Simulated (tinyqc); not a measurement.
## Band bending at a free surface with one surface level, surface photovoltage and Kelvin probe: pinning by the surface states

n-type bulk, xi = Ec - EF = Vt ln(Nc/Nd), p0 = ni^2/Nd, ni = sqrt(Nc Nv) exp(-Eg/(2 Vt)), Eg in volts. b is the upward band bending, u = b/Vt. Space charge per area, in units of q: Qc = sign(b) sqrt((2 eps0 eps_r Vt/q) [(Nd + dn)(exp(-u) - 1) + Nd u + (p0 + dn)(exp(u) - 1)]), with dn the excess density under light (flat quasi-Fermi levels; 0 in the dark). The level holds -Ns f, f = 1/(1 + exp((xi + b - Es)/Vt)). Neutrality: Qc + Qf + (charge of the states) = 0.

b solves the neutrality condition in the dark.

Parameters, values chosen for the exercise; band and dielectric values close to those of silicon: temperature T = 300 K; band gap Eg = 1.1 eV; relative permittivity eps_r = 11.6; conduction-band density of states at T Nc = 2.76e19 cm^-3; valence-band density of states at T Nv = 2.66e19 cm^-3; donor density Nd = 2.2e16 cm^-3; fixed positive charge at the surface Qf = 0 cm^-2; its depth below the conduction edge Es = 0.4 eV.

Constants: q = 1.602176634e-19 C, kB = 1.380649e-23 J/K, Vt = kB T/q, eps0 = 8.8541878128e-14 F/cm where lengths are in cm. Results are converted to the units shown.

Results:
```
Ns (cm^-2),b (V),xi + b (eV),Qc (cm^-2)
2.4e10,0.01100,0.1954,2.399e10
6.7e10,0.03508,0.2195,6.694e10
1.8e11,0.1320,0.3164,1.732e11
5.1e11,0.2198,0.4043,2.339e11
1.4e12,0.2545,0.4390,2.540e11
1.1e13,0.3095,0.4940,2.829e11
2.9e13,0.3339,0.5184,2.948e11
8.1e13,0.3596,0.5441,3.068e11
```

Estimate the missing row, Ns = 3.9e12 cm^-2.

Computed row:
```
Ns (cm^-2),b (V),xi + b (eV),Qc (cm^-2)
3.9e12,0.2828,0.4673,2.692e11
```

With this row back in the table: b rises from 0.0110 to 0.360 V. The level is over 95 % full (Qc near Ns - Qf) in the 3 rows with xi + b more than 3 Vt short of Es = 0.4 eV. Beyond that it empties, and between the last two rows b gains only 57.6 mV a decade.

Computed by the program tinyqc: `OMP_NUM_THREADS=1 python tinyqc.py 2430104 2430105 out.jsonl`, one thread of a shared Intel Xeon 2.30GHz, about 0.01 s for the whole run.
